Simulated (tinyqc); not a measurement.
Vacuum evaporation: vapour pressure, source flux, thickness distribution, purity and step coverage: one step, computed by the program tinyqc.

Molecular flow, unit sticking of the metal, no re-evaporation. The background gas is taken as water vapour (18.015 g/mol, collision diameter 0.37 nm) at 300 K.

Question. Rate and uniformity on a fixed wafer above the source. A small source emits (n + 1) Phi area cos^n(phi)/(2 pi) per solid angle; on a parallel plane at height h and lateral distance l the arrival rate is (n + 1) Phi area/(2 pi h^2) x (1 + (l/h)^2)^(-(n + 3)/2). Growth rate = arrival rate x m/rho, m = M u. The wafer is fixed and centred above the source.

Inputs (values chosen for the exercise, modelled on gold, with constants for the liquid):
```
quantity                     value    unit
molar mass M                196.97   g/mol
film density rho              19.3  g/cm^3
source temperature T          1720       K
source area                    4.9    cm^2
directionality n                 2       -
source-to-wafer distance h      24      cm
wafer radius R                   5      cm
```

flux Phi = 9.657159e+17 1/(cm^2 s)

Constants: u = 1.6605390666e-27 kg.

Give: arrival rate at the centre; growth rate at the centre; edge over centre; non-uniformity (max - min)/(max + min); share of the material that lands on the wafer, 1 - (1 + (R/h)^2)^(-(n + 1)/2).

Answer.

arrival rate at the centre = 3.9225e+15 1/(cm^2 s)

growth rate at the centre = 0.66475 nm/s

edge over centre = 0.89923

non-uniformity (max - min)/(max + min) = 5.3059 %

share of the material that lands on the wafer, 1 - (1 + (R/h)^2)^(-(n + 1)/2) = 6.1743 %
